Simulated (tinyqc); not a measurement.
Inside a calculation. Method: harmonic frequencies on the UHF/sto-3g surface (energies and gradients from PySCF), for H4+, spin multiplicity 2. Computed by tinyqc, a small Python program that keeps every step (integrals from PySCF). Settings: charge = 1, multiplicity = 2, basis = sto-3g, delta = 0.01. Command: `OMP_NUM_THREADS=1 python tinyqc.py 22100 22101 out.jsonl` (the two numbers bound the seeds that draw the settings). One thread of a shared host (Intel(R) Xeon(R) Processor @ 2.60GHz), about 4 s of CPU time with the checks.

## One row of the Hessian: 1Hz

optimised positions (bohr), order 1H, 2H, 3H, 4H:
```
[[-0.085878, -0.514413, 0.231395],
 [-0.018643, -0.333243, 1.791145],
 [0.138087, 3.538772, 0.541002],
 [0.047693, 1.659034, 0.764265]]
```

gradient at +delta (hartree/bohr), order 1H, 2H, 3H, 4H:
```
[[0.00013058, 0.00051919, 0.00277138],
 [-0.00011219, -0.00017378, -0.00276969],
 [-0.00000747, -0.00018285, 0.00005126],
 [-0.00001092, -0.00016255, -0.00005294]]
```

gradient at -delta (hartree/bohr), order 1H, 2H, 3H, 4H:
```
[[-0.00012233, -0.00049131, -0.00265598],
 [0.00010648, 0.00014748, 0.00265453],
 [0.00000881, 0.00016006, -0.00005408],
 [0.00000704, 0.00018376, 0.00005553]]
```

Displace 1Hz by +/-0.01 bohr; H(k, :) = (g(+) - g(-)) / (2 delta).

row of the Hessian (hartree/bohr^2): [0.01264568, 0.05052465, 0.27136784, -0.01093340, -0.01606336, -0.27121095, -0.00081425, -0.01714562, 0.00526675, -0.00089803, -0.01731567, -0.00542363]

## Hessian by finite differences

All rows are made in the same way, and the matrix is symmetrised.

Hessian (symmetrised) (hartree/bohr^2), order 1Hx, 1Hy, 1Hz, 2Hx, 2Hy, 2Hz, 3Hx, 3Hy, 3Hz, 4Hx, 4Hy, 4Hz:
```
[[0.00199722, 0.00396303, 0.01264217, 0.00086753, 0.00008054, -0.01277402, 0.00286068, -0.00178434, 0.00021120, -0.00572530, -0.00225907, -0.00007954],
 [0.00396303, 0.04127657, 0.05051965, -0.00122252, 0.01421149, -0.05126415, -0.00105998, -0.01895943, 0.00238932, -0.00168052, -0.03652792, -0.00164677],
 [0.01264217, 0.05051965, 0.27136784, -0.01093035, -0.01605670, -0.27121300, -0.00081401, -0.01714233, 0.00526590, -0.00089773, -0.01731784, -0.00542331],
 [0.00086753, -0.00122252, -0.01093035, 0.00181417, 0.00176498, 0.01070871, 0.00294215, -0.00009768, 0.00003408, -0.00562371, -0.00044488, 0.00018766],
 [0.00008054, 0.01421149, -0.01605670, 0.00176498, 0.03073474, 0.00605212, -0.00082201, -0.01437983, 0.00232413, -0.00102345, -0.03056577, 0.00768096],
 [-0.01277402, -0.05126415, -0.27121300, 0.01070871, 0.00605212, 0.28204059, 0.00105914, 0.02185271, 0.00057828, 0.00100607, 0.02335643, -0.01140465],
 [0.00286068, -0.00105998, -0.00081401, 0.00294215, -0.00082201, 0.00105914, 0.00675325, 0.00473648, -0.00052949, -0.01255613, -0.00285433, 0.00028415],
 [-0.00178434, -0.01895943, -0.01714233, -0.00009768, -0.01437983, 0.02185271, 0.00473648, 0.10497149, -0.01160258, -0.00285418, -0.07162811, 0.00688778],
 [0.00021120, 0.00238932, 0.00526590, 0.00003408, 0.00232413, 0.00057828, -0.00052949, -0.01160258, 0.00866620, 0.00028418, 0.00688876, -0.01450968],
 [-0.00572530, -0.00168052, -0.00089773, -0.00562371, -0.00102345, 0.00100607, -0.01255613, -0.00285418, 0.00028418, 0.02390492, 0.00555794, -0.00039221],
 [-0.00225907, -0.03652792, -0.01731784, -0.00044488, -0.03056577, 0.02335643, -0.00285433, -0.07162811, 0.00688876, 0.00555794, 0.13871631, -0.01292149],
 [-0.00007954, -0.00164677, -0.00542331, 0.00018766, 0.00768096, -0.01140465, 0.00028415, 0.00688778, -0.01450968, -0.00039221, -0.01292149, 0.03133829]]
```

## Normal modes

masses (u): [1.007825, 2.014102, 2.014102, 1.007825]

Diagonalise H_ij / sqrt(m_i m_j); the 6 smallest eigenvalues belong to translations and rotations; wavenumber = sqrt(eigenvalue / 1822.888) x 219474.63; each mode has its largest component positive (the first on a tie); zero-point energy = sum of wavenumbers / 2, with 349.755 1/cm per kcal/mol. A mass of 2.014 u marks deuterium.

eigenvalues of the mass-weighted Hessian (hartree/(bohr^2 u)): [-0.000010, -0.000002, 0.000000, 0.000000, 0.000000, 0.000000, 0.009467, 0.028664, 0.036928, 0.056666, 0.168619, 0.420289]

harmonic wavenumbers of the vibrations (1/cm): [500.2, 870.3, 987.8, 1223.7, 2110.9, 3332.6]

mass-weighted modes, order 1Hx, 1Hy, 1Hz, 2Hx, 2Hy, 2Hz, 3Hx, 3Hy, 3Hz, 4Hx, 4Hy, 4Hz:
```
[[-0.032627, -0.214046, -0.012108, -0.025786, -0.005467, 0.038329],
 [-0.621859, 0.011169, -0.125296, -0.588022, -0.172389, 0.169729],
 [-0.001937, 0.007931, -0.149853, 0.135729, 0.095985, 0.795299],
 [0.027514, -0.151524, -0.000884, -0.020348, -0.008240, -0.021994],
 [0.651407, 0.007903, 0.163460, -0.359687, -0.129079, -0.016453],
 [-0.178293, 0.005624, -0.254851, -0.040802, -0.039626, -0.570881],
 [0.004746, -0.335499, -0.016185, 0.032796, -0.018077, -0.001628],
 [-0.124917, 0.017680, -0.122281, 0.690354, -0.376225, -0.035708],
 [0.305171, 0.012419, -0.263649, -0.092747, 0.045217, 0.006644],
 [-0.012975, 0.902529, 0.036239, 0.008190, 0.042668, -0.004934],
 [-0.122389, -0.047332, 0.067079, 0.120589, 0.886689, -0.095981],
 [-0.177321, -0.033438, 0.882888, 0.053051, -0.103852, 0.002338]]
```

zero-point energy = 12.902422 kcal/mol
